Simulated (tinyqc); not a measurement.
# Worked calculation: surface potential of a MOS transistor: implicit equation and explicit approximations

Computed by the program tinyqc: `OMP_NUM_THREADS=1 python tinyqc.py 2122083 2122084 out.jsonl`, one thread of a shared Intel Xeon 2.30GHz, about 0.01 s for the whole run. Printed values are rounded.

p-type body, charge-sheet picture, depletion and inversion only, full ionisation (an idealisation for deep acceptors), Boltzmann statistics (rough once Na exp(x - xn) passes about Nc/7). In units of Vt: xg = (Vg - Vfb)/Vt, x = psi/Vt, G = gamma/sqrt(Vt), xn = (2 phiF + Vc)/Vt. The implicit equation is (xg - x)^2 = G^2 [x - 1 + exp(x - xn)] for x above about 3. Cox = eps0 eox/tox.

Parameters, values chosen for the exercise; band and dielectric values close to those of germanium: temperature T = 350 K; band gap Eg = 0.664 eV; relative permittivity eps_r = 15.9; conduction-band density of states at T Nc = 1.3e19 cm^-3; valence-band density of states at T Nv = 7.65e18 cm^-3; relative permittivity of the gate insulator (close to silicon dioxide) eox = 3.9; insulator thickness tox = 1.5 nm; acceptor density Na = 2.5e17 cm^-3; flat-band voltage Vfb = -0.72 V; channel-body voltage Vc = 0 V; gate-body voltage Vg = -0.1 V.

Constants: q = 1.602176634e-19 C, kB = 1.380649e-23 J/K, Vt = kB T/q, eps0 = 8.8541878128e-14 F/cm where lengths are in cm. Results are converted to the units shown.

## Scales

ni = sqrt(Nc Nv) exp(-Eg/(2 Vt)), Eg in volts; phiF = Vt ln(Na/ni); gamma = sqrt(2 q eps0 eps_r Na)/Cox; VT = Vfb + Vt (xn + G sqrt(xn - 1)).

phiF = 0.220824 V
gamma = 0.145878 V^0.5
G = 0.839983
xn = 14.6432
VT = -0.184775 V
xg = 20.5566

## Explicit approximation

Depletion value a = 1 + [sqrt(G^2/4 + xg - 1) - G/2]^2; inversion value b = xn + ln[(xg - xn)^2/G^2 - xn + 1] and first guess y = min(a, b) - ln(1 + exp(-|a - b|)) if a > xn + 1, else b = y = a; one second-order correction with D = exp(y - xn), p = 2 (xg - y) + G^2 (1 + D), w = (xg - y)^2 - G^2 (y - 1 + D): z = y + 2 w/(p + sqrt(p^2 - 2 (2 - G^2 D) w)), or the Newton step z = y + w/p where the root is not real.

a = 17.1780
b = 18.2244
y = 16.8770
p = 14.6516
w = -4.25001
z = 16.5724

The root of the implicit equation is x = 16.5745; y misses it by 0.30 and z by -0.0021, in units of Vt.

## Starting value

x = y rounded to two decimals.

x at the start = 16.88

## Iteration 1: new x

D = exp(x - xn), f = (xg - x)^2 - G^2 (x - 1 + D), f' = -2 (xg - x) - G^2 (1 + D), x(new) = x - f/f'.

D = 9.36346
f = -4.29387
f' = -14.6653
x after iteration 1 = 16.5872

## Iteration 2: new x

As before.

D = 6.98681
f = -0.171726
f' = -13.5740
x after iteration 2 = 16.5746

## Course of the iteration

Stop when the step is below 1e-11, or after 60 iterations.

Course of the iteration:
```
iteration  x before the step       step
1                      16.88     -0.293
2                    16.5872    -0.0127
3                    16.5746   -1.72e-5
4                    16.5745  -3.13e-11
5                    16.5745          0
```

Converged in 5 iterations.

## Potential, charges and gate control

converged x = 16.5745

psi = Vt x; N_dep = Cox Vt G sqrt(x - 1)/q; N_inv = (Cox Vt G/q) [sqrt(x - 1 + exp(x - xn)) - sqrt(x - 1)]; dpsi/dVg = 1/[1 + G^2 (1 + exp(x - xn))/(2 (xg - x))].

psi = 0.499899 V
N_dep = 1.43658e12 cm^-2
N_inv = 2.8909e11 cm^-2
dpsi/dVg = 0.588306

psi lies 1.9 Vt above 2 phiF + Vc.
